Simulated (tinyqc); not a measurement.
MOS capacitor on an n-type substrate, surface potential from the exact charge relation: one step of the calculation.

Uniform n-type substrate, Boltzmann statistics, full ionisation, classical densities. psi is the surface potential against the body (positive when the bands bend down) and u = -psi/Vt. Traps are spread evenly over the gap and neutral at flat band, so their charge is -q Dit psi; the minority quasi-Fermi level is shifted by Vb.

Problem. Newton step for the surface potential. u = -psi/Vt; F^2 = exp(-u) + u - 1 + r (exp(u) - u - 1); Qs = +sign(u) Q0 F; Cs = -dQs/dpsi = (Q0/Vt) |1 - exp(-u) + r (exp(u) - 1)|/(2 F). f = Vfb + psi + (q Dit psi - Qs)/Cox - Vg, f' = 1 + (Cs + q Dit)/Cox, psi(new) = psi - f/f'.

Values chosen for this exercise; band and dielectric values those of a made-up semiconductor:
- T = 350 K (temperature)
- Dit = 0 cm^-2 eV^-1 (density of interface traps)
- Vg = -4.54 V (gate voltage against the body)

Constants: q = 1.602176634e-19 C, kB = 1.380649e-23 J/K, Vt = kB T/q. Results are converted to the units shown.

psi at the start = -2.6351740 V
Cox = 0.34531332 uF/cm^2
Vfb = 0.99108048 V
Q0 = 80.746817 nC/cm^2
r = 6.1992966e-37

Wanted: u; F; Qs; Cs; f; f'; psi after iteration 1.

Solution.

u = 87.37
F = 11.87
Qs = 958.7 nC/cm^2
Cs = 6.268 uF/cm^2
f = 0.1196 V
f' = 19.15
psi after iteration 1 = -2.641 V

tinyqc, about 0.01 s, one thread, Intel Xeon 2.30GHz (shared host): `OMP_NUM_THREADS=1 python tinyqc.py 2060030 2060031 out.jsonl`
